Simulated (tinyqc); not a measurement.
From results back to parameters: optical gain and spontaneous emission in a bulk direct-gap semiconductor. Two cases, with inputs chosen for the exercise.

Problem. The gain spectrum crosses zero at E0 = Eg + Fc + Fv; n = p is hidden.

F_j(eta) = (1/Gamma(j + 1)) integral_0^infinity x^j dx/(1 + exp(x - eta)), which tends to exp(eta) for eta << 0.

Quasi-Fermi levels: n = Nc F_1/2(Fc/kT) and p = Nv F_1/2(Fv/kT), Fc counted up from the conduction edge and Fv down from the valence edge; Nc, Nv from N = 2 (m kB T/(4 pi c))^(3/2) with c = hbar^2/2m0, in 1/angstrom^3; times 1e24 for 1/cm^3, with me and (mhh^(3/2) + mlh^(3/2))^(2/3).

Constants: hbar^2/2m0 = 3.80998211 eV angstrom^2; kB = 8.617333262e-05 eV/K.

Case 1.

Values chosen (near those of InGaAs; shifted at random, so the results belong to these values and not to a real crystal):
- Eg = 0.768 eV (direct gap)
- me = 0.0406 m0 (electron mass)
- mhh = 0.441 m0 (heavy-hole mass)
- mlh = 0.0505 m0 (light-hole mass)
- T = 350 K

E0 = 0.90227 eV

Case 2.

Values chosen (near those of InP; shifted at random, so the results belong to these values and not to a real crystal):
- Eg = 1.325 eV (direct gap)
- me = 0.0813 m0 (electron mass)
- mhh = 0.588 m0 (heavy-hole mass)
- mlh = 0.0881 m0 (light-hole mass)
- T = 300 K

E0 = 1.41534 eV

Find: Fc; Fv; n.

Solution. Fc + Fv rises steadily with n, so one n gives E0 - Eg; solve by bisection on ln n.

Case 1.

Fc = 0.170 eV
Fv = -0.035 eV
n = 2.7e+18 1/cm^3

Case 2.

Fc = 0.114 eV
Fv = -0.023 eV
n = 4.3e+18 1/cm^3

Computed by tinyqc, one run a case: `OMP_NUM_THREADS=1 python tinyqc.py N N+1 out.jsonl` with N = 1652227, 1652269; one thread of a shared Intel(R) Xeon(R) Processor @ 2.30GHz, about 0.09 s a run at most.
